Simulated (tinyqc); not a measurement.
Inside a calculation. Method: CIS and TDHF on RHF in the cc-pvdz basis, for He, spin multiplicity 1. One step of it, computed by the program tinyqc.

Task: CIS matrix, singlets. A(ia,jb) = (e_a - e_i) d_ij d_ab + 2 (ia|jb) - (ij|ab).

orbital energies (hartree): MO1 -0.914148, MO2 1.397442, MO3 2.524372, MO4 2.524372, MO5 2.524372

Two-electron integrals over orbitals (pq|rs), unique and non-zero (hartree):
```
(11|11) 1.026865    (21|11) -0.316447   (21|21) 0.227505    (22|11) 0.857592
(22|21) -0.255195   (22|22) 0.765495    (31|31) 0.183149    (32|31) -0.025386
(32|32) 0.028529    (33|11) 0.961262    (33|21) -0.230485   (33|22) 0.774953
(33|33) 1.040531    (41|41) 0.183149    (42|41) -0.025386   (42|42) 0.028529
(43|43) 0.063706    (44|11) 0.961262    (44|21) -0.230485   (44|22) 0.774953
(44|33) 0.913119    (44|44) 1.040531    (51|51) 0.183149    (52|51) -0.025386
(52|52) 0.028529    (53|53) 0.063706    (54|54) 0.063706    (55|11) 0.961262
(55|21) -0.230485   (55|22) 0.774953    (55|33) 0.913119    (55|44) 0.913119
(55|55) 1.040531
```

Give: CIS matrix A, singlet.

Result:

CIS matrix A, singlet (hartree), lower triangle:
```
       1>2    1>3    1>4    1>5
1>2  1.909
1>3  0.000  2.844
1>4  0.000  0.000  2.844
1>5  0.000  0.000  0.000  2.844
```
